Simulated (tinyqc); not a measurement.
Inversion-layer mobility, back-scattering and ballistic limit of a field-effect transistor: one step, computed by the program tinyqc. Command: `OMP_NUM_THREADS=1 python tinyqc.py 3017620 3017621 out.jsonl mos walk`. One thread of a shared host (Intel(R) Xeon(R) Processor @ 2.30GHz), about 0.01 s of CPU time with the checks.

The charge at the top of the source barrier is fixed by the gate; series resistance and short-channel effects are left out. F_j are Fermi integrals normalised to exp(eta) in the classical limit.

Question. Charge and field. N_inv = 3.9 eps_0 (V_G - V_T)/(e t_inv); effective field E_eff = e (N_dep + w N_inv)/(eps eps_0).

Inputs (values chosen for the exercise, modelled on a strained silicon n-channel):
```
quantity                            value    unit
weight w of the inversion charge      0.5       -
permittivity eps                     11.7       -
electrical oxide thickness t_inv      1.4      nm
depletion charge N_dep            2.9e+12  1/cm^2
gate overdrive V_G - V_T             0.69       V
```

Statistics at the top of the barrier: Fermi-Dirac.

Constants: eps_0 = 8.8541878128e-12 F/m; e = 1.602176634e-19 C.

Give: inversion density N_inv; effective field E_eff.

Answer.

inversion density N_inv = 1.062e+13 1/cm^2

effective field E_eff = 1.270 MV/cm
